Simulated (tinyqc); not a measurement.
Formation energy of a charged point defect from supercell energies. Inputs raised by 2 %, one at a time. Computed by tinyqc, a small Python program. Command: `OMP_NUM_THREADS=1 python tinyqc.py 3000492 3000493 out.jsonl formation sens`. One thread of a shared host (Intel(R) Xeon(R) Processor @ 2.30GHz), about 0.01 s of CPU time with the checks.

The host is a compound AB. Making the defect adds n_A = 1, n_B = 0 atoms to the cell. All total energies are inputs. E_F is counted from the valence-band maximum (VBM); x = 0 is A-rich and x = 1 B-rich growth.

Inputs (values chosen for the exercise, for a model compound AB):
```
quantity                       value      unit
E_VBM of the host cell         4.852        eV
potential alignment dV        -0.087        eV
dielectric constant eps         12.1         -
cell length L                   17.8  angstrom
mu_A of the pure element      -3.947        eV
formation enthalpy dH of AB    -2.83        eV
growth condition x              0.46         -
Fermi level E_F                 1.02        eV
temperature T                    800         K
site density N_s             3.1e+22     cm^-3
```

Defect: A interstitial. Supercell lattice: fcc.

charge states q: 1  0  -1  -2

E(defect, q) - E(host), in the order of q (eV): -9.515  -3.971  1.912  8.611

Constants: e^2/(4 pi eps_0) = 14.39964548 eV angstrom; k_B = 8.617333262e-05 eV/K.

Method:
- dmu_A = x dH and dmu_B = (1 - x) dH, so that dmu_A + dmu_B = dH; mu = mu(element) + dmu.
- The reservoir term is sum n_i mu_i.
- Image-charge correction of a point charge in a neutralising background: E_corr = q^2 alpha e^2/(4 pi eps_0) / (2 eps L), alpha = 2.888282 for a fcc array with L the cube root of the volume.
- E_f(q, E_F) = [E(defect, q) - E(host)] - sum n_i mu_i + q (E_VBM + dV + E_F) + E_corr(q).
- eps(q/q-1) = E_f(q - 1, 0) - E_f(q, 0).
- E_f(q, E_F) = E_f(q, 0) + q E_F.
- c_q = N_s exp(-E_f(q, E_F)/k_B T), with all degeneracy factors one and no vibrational entropy.

Runs:
```
input moved                         from        to  level (+1/0) (eV)  level (-1/-2) (eV)  lowest formation energy (eV)  total concentration (cm^-3)
base run                               -         -             0.6824               2.224                      1.277800                    2.949e+14
dielectric constant eps             12.1    12.342             0.6843               2.218                      1.277800                    2.954e+14
cell length L (angstrom)            17.8    18.156             0.6843               2.218                      1.277800                    2.954e+14
growth condition x                  0.46    0.4692             0.6824               2.224                      1.303836                    2.022e+14
Fermi level E_F (eV)                1.02    1.0404             0.6824               2.224                      1.277800                    3.001e+14
temperature T (K)                    800       816             0.6824               2.224                      1.277800                    4.258e+14
formation enthalpy dH of AB (eV)   -2.83   -2.8866             0.6824               2.224                      1.303836                    2.022e+14
potential alignment dV (eV)       -0.087  -0.08874             0.6842               2.225                      1.277800                    2.946e+14
```

Exponents ln(y'/y) / ln(x'/x):
```
input                        level (+1/0)  level (-1/-2)  lowest formation energy  total concentration
dielectric constant eps             0.140         -0.129                    0.000                0.088
cell length L                       0.140         -0.129                    0.000                0.088
growth condition x                  0.000          0.000                    1.019              -19.072
Fermi level E_F                     0.000          0.000                    0.000                0.871
temperature T                       0.000          0.000                    0.000               18.548
formation enthalpy dH of AB         0.000          0.000                    1.019              -19.072
potential alignment dV              0.129          0.039                    0.000               -0.061
```

To which inputs is each result most sensitive?

Among the inputs moved here: level (+1/0) answers most in size to dielectric constant eps (exponent +0.140), and about equally to cell length L (+0.140); its exponent is below 0.0005 for growth condition x, Fermi level E_F, temperature T, formation enthalpy dH of AB. level (-1/-2) answers most in size to dielectric constant eps (exponent -0.129), and about equally to cell length L (-0.129); its exponent is below 0.0005 for growth condition x, Fermi level E_F, temperature T, formation enthalpy dH of AB. lowest formation energy answers most in size to growth condition x (exponent +1.019), and about equally to formation enthalpy dH of AB (+1.019); its exponent is below 0.0005 for dielectric constant eps, cell length L, Fermi level E_F, temperature T, potential alignment dV. total concentration answers most in size to growth condition x (exponent -19.072), and about equally to formation enthalpy dH of AB (-19.072).

Extremes, crossings and ranges named in words are read from the listed rows.
